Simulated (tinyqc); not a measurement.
Displacements against temperature: thermal displacements in the Debye model: Debye-Waller factors, bond-length spread and the Lindemann rule. Computed by tinyqc, a small Python program. Command: `OMP_NUM_THREADS=1 python tinyqc.py 3025862 3025863 out.jsonl debyewaller walk`. One thread of a shared host (Intel(R) Xeon(R) Processor @ 2.30GHz), about 0.01 s of CPU time with the checks.

A Debye spectrum with three branches of one velocity, cut at k_B Theta; 2 atoms per cube, nearest neighbours at d = 0.866025 a.

Inputs (values chosen for the exercise, modelled on molybdenum):

| quantity | value | unit |
|---|---|---|
| atomic mass M | 95.95 | u |
| Debye temperature Theta | 377 | K |
| lattice constant a | 3.147 | angstrom |
| temperature T | 1600 | K |
| Lindemann ratio x_L | 0.1 | - |

Structure: bcc.

reflection (h k l): 1  1  0

Constants: hbar^2/u = 4.18015928e-03 eV angstrom^2; k_B = 8.617333262e-05 eV/K.

Method:
- <u_x^2> = (3 hbar^2/(2 M k_B Theta)) int_0^1 s coth(s Theta/(2T)) ds (64 Gauss-Legendre points); it tends to 3 hbar^2/(4 M k_B Theta) at T = 0 and to 3 hbar^2 T/(M k_B Theta^2) at high T.
- B = 8 pi^2 <u_x^2>.
- G = 2 pi sqrt(h^2 + k^2 + l^2)/a; the intensity is multiplied by exp(-2W), 2W = G^2 <u_x^2>; the loss goes into thermal diffuse scattering.
- Correlated Debye model: sigma^2 = (3 hbar^2/(M k_B Theta)) int_0^1 s coth(s Theta/(2T)) [1 - sin(s q_D R)/(s q_D R)] ds for two atoms at distance R, q_D = (6 pi^2 n)^(1/3), n atoms per volume; uncorrelated motion would give 2 <u_x^2>.
- The correlation is 1 - sigma^2/(2 <u_x^2>); exp(-2W) uses 2W = G^2 <u_x^2>.

|G| = 2.82357 1/angstrom

Displacements (angstrom^2):

| T (K) | <u_x^2> | classical | sigma^2 at d | sigma^2 at 2d | exp(-2W) |
|---|---|---|---|---|---|
| 11 | 0.0010114 | 1.1738e-04 | 0.0016906 | 0.0019226 | 0.99197 |
| 38 | 0.0010730 | 4.0551e-04 | 0.0017043 | 0.0019611 | 0.99148 |
| 75 | 0.0012614 | 8.0034e-04 | 0.0018252 | 0.0021933 | 0.98999 |
| 130 | 0.0016874 | 0.0013873 | 0.0022329 | 0.0028269 | 0.98664 |
| 210 | 0.0024354 | 0.0022410 | 0.0030553 | 0.0040010 | 0.98077 |
| 300 | 0.0033396 | 0.0032014 | 0.0040978 | 0.0054443 | 0.97373 |
| 450 | 0.0048950 | 0.0048020 | 0.0059273 | 0.0079441 | 0.96173 |
| 680 | 0.0073182 | 0.0072564 | 0.0088056 | 0.011851 | 0.94332 |
| 830 | 0.0089078 | 0.0088571 | 0.010700 | 0.014418 | 0.93145 |

What does the comparison show, and why?

The classical line is within 5 % from T = 300 K (T/Theta = 0.80) on. The correlation of nearest neighbours grows from 0.16 to 0.40, since thermal motion weights long waves, which move neighbours together, more than zero-point motion does; at 2d it ends at 0.19. The reflection keeps 99 % of its intensity at the lowest T and 93 % at the highest. Caution: the displacement is near or above the Lindemann value, where anharmonic terms matter.

Extremes, crossings and ranges named in words are read from the listed rows.
